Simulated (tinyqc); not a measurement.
Worked calculation: one-electron ion in a basis of Gaussians. One step of it, computed by the program tinyqc.

Task: Generalised eigenproblem. Solve H C = S C e through S^(-1/2); each column has its largest component positive (the first on a tie).

H = T + V (hartree), lower triangle:
```
           1          2          3         4          5           6
1  -1.504753
2  -1.209379  -1.862248
3  -0.526196  -1.449082  -0.587625
4  -0.160356  -0.742514  -0.231476  7.950797
5  -0.041433  -0.254581  -0.666390  7.327175  43.658912
6  -0.010006  -0.069963  -0.346645  0.986723  38.430460  174.029788
```

S, lower triangle:
```
          1         2         3         4         5         6
1  1.000000
2  0.561892  1.000000
3  0.132818  0.561850  1.000000
4  0.020925  0.132878  0.562054  1.000000
5  0.002845  0.020925  0.132891  0.561887  1.000000
6  0.000369  0.002848  0.020944  0.132922  0.562137  1.000000
```

Give: eigenvalues of S; eigenvalues; coefficients.

Result:

eigenvalues of S: 0.1496  0.3001  0.5968  1.0698  1.6702  2.2134

eigenvalues (hartree): -1.9958  -1.0968  1.0897  12.5549  57.5893  223.6842

coefficients:
```
        1        2        3        4        5        6
1  0.2412   1.1272   0.4981  -0.1490   0.0548  -0.0217
2  0.7215  -0.6431  -1.1578   0.4482  -0.1667   0.0657
3  0.2021  -0.2003   1.2174  -0.9869   0.4054  -0.1588
4  0.0177  -0.0150  -0.0047   1.3321  -0.9021   0.3717
5  0.0020  -0.0020   0.0186  -0.1006   1.3448  -0.8307
6  0.0000   0.0000  -0.0019   0.0217  -0.1165   1.2606
```

For Z = 6 and l = 2 the exact lowest level is -Z^2/(2 n^2) with n = l + 1: -2.000000 hartree.
